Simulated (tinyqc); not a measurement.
# Lossy package transmission line with skin effect: effects of single changes

A uniform line in a homogeneous dielectric: c = sqrt(er)/(c0 Z0), l = Z0 sqrt(er)/c0 (c0 = 299792458 m/s), g = w c td, w = 2 pi f. The resistance joins its limits as r = sqrt(r_dc^2 + r_hf^2), with r_dc = rho/(wd th), r_hf = kr rho/(2 delta (wd + th)), delta = sqrt(rho/(pi f mu0)), mu0 = 4 pi 1e-7 H/m; this is an interpolation, and internal inductance, up to 0.05 nH/mm at low frequency, is neglected.

Inputs (values chosen for the exercise):
```
symbol  value     unit                                  meaning
wd         55       um                       width of the strip
th        9.7       um                   thickness of the strip
rho       2.9  uohm cm                              resistivity
er        2.7                             relative permittivity
td       0.01                                      loss tangent
Z0         50      ohm             lossless impedance sqrt(l/c)
kr          2           factor for crowding and the return path
len        10       mm                                   length
Rg         25      ohm                        source resistance
RL        1e5      ohm                          load resistance
CL          0       fF                         load capacitance
f         4.8      GHz                                frequency
```

Each table varies one quantity; the others keep the values above.

## Line properties against frequency

gamma = sqrt((r + i w l)(g + i w c)) = alpha + i beta, Zc = sqrt((r + i w l)/(g + i w c)), roots with positive real part; loss 8.685889638 alpha in dB; phase velocity w/beta. ZL = 1/(1/RL + i w CL); reflection (ZL - Zc)/(ZL + Zc); Zin = Zc (ZL + Zc tanh(gamma len))/(Zc + ZL tanh(gamma len)); H = V_load/V_source = [Zin/(Zin + Rg)]/[cosh(gamma len) + (Zc/ZL) sinh(gamma len)].

Line properties against frequency:

| f (GHz) | r (ohm/mm) | r/(w l) | loss (dB/mm) | \|Zc\| (ohm) | phase velocity over c0 | length in wavelengths | \|H\| (dB) |
|---|---|---|---|---|---|---|---|
| 0.01 | 0.05682 | 3.300 | 0.003332 | 92.84 | 0.4096 | 8.144e-4 | -0.002333 |
| 0.03 | 0.06144 | 1.189 | 0.004774 | 62.33 | 0.5398 | 0.001854 | -0.002333 |
| 0.09 | 0.07360 | 0.4749 | 0.006366 | 52.61 | 0.5936 | 0.005058 | -4.941e-4 |
| 0.3 | 0.1056 | 0.2045 | 0.009580 | 50.51 | 0.6058 | 0.01652 | 0.02757 |
| 0.8 | 0.1576 | 0.1144 | 0.01486 | 50.16 | 0.6078 | 0.04391 | 0.2292 |
| 2 | 0.2401 | 0.06972 | 0.02384 | 50.06 | 0.6083 | 0.1097 | 1.482 |
| 7 | 0.4409 | 0.03658 | 0.04876 | 50.02 | 0.6085 | 0.3837 | 1.348 |
| 20 | 0.7416 | 0.02153 | 0.09432 | 50.00 | 0.6086 | 1.096 | 0.5559 |
| 60 | 1.282 | 0.01241 | 0.2011 | 50.00 | 0.6086 | 3.289 | 2.200 |

r equals w l at 0.0365 GHz: below it |Zc| and the delay grow as in an RC line, above it |Zc| tends to Z0 = 50 ohm and the velocity to 1/sqrt(er) = 0.609 c0. The loss goes as f^(0.33) between the first two rows and f^(0.69) between the last two. |H| is -0.00233 dB in the first row and 2.20 dB in the last; between rows it can pass through resonances that the table doesn't show.

## Effect of the load resistance

Same model as above.

The same in every row: r (ohm/mm) = 0.3664; r/(w l) = 0.04433; loss (dB/mm) = 0.03900; |Zc| (ohm) = 50.02; phase velocity over c0 = 0.6085; length in wavelengths = 0.2631.

Effect of the load resistance:

| RL (ohm) | \|H\| (dB) |
|---|---|
| 10 | -15.04 |
| 25 | -8.260 |
| 50 | -3.908 |
| 75 | -1.788 |
| 150 | 1.020 |
| 500 | 3.711 |
| 10000 | 5.096 |

As RL goes from 10 to 10000, the loss stays at 0.0390 dB/mm, |Zc| stays at 50.0 ohm and |H| goes from -15.0 to 5.10 dB, with its highest value among the rows, 5.10 dB, at RL = 10000.

Numbers from tinyqc (`OMP_NUM_THREADS=1 python tinyqc.py 2810220 2810221 out.jsonl`; about 0.01 s on one thread of a shared Intel Xeon 2.30GHz).
